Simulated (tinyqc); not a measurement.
Deal-Grove kinetics of thermal oxidation of silicon: one step, computed by the program tinyqc. Command: `OMP_NUM_THREADS=1 python tinyqc.py 3005676 3005677 out.jsonl oxide walk`. One thread of a shared host (Intel(R) Xeon(R) Processor @ 2.30GHz), about 0.07 s of CPU time with the checks.

Oxidant diffuses through the oxide and reacts at the interface, so that dx/dt = B/(A + 2x) for the oxide thickness x.

Question. Thickness after the oxidation. tau = (x_i^2 + A x_i)/B and x = (A/2) [sqrt(1 + 4 B (t + tau)/A^2) - 1], the root of x^2 + A x = B (t + tau). Silicon consumed is 0.44 times the oxide grown; the rate is B/(A + 2x).

Inputs (values chosen for the exercise, close to those used for silicon): temperature T = 900 C; initial oxide x_i = 0.1 um; time t = 0.83 h.

Ambient: dry oxygen. Surface: (111).

length A = 0.1064995 um

parabolic constant B = 3.076198e-04 um^2/h

Give: tau; oxide thickness x; silicon consumed; final growth rate.

Answer.

tau = 67.13 h

oxide thickness x = 0.1008 um

silicon consumed = 3.655e-04 um

final growth rate = 9.982e-04 um/h

2x/A = 1.89: reaction and diffusion both resist, diffusion with a share 2x/(A + 2x) = 0.65.
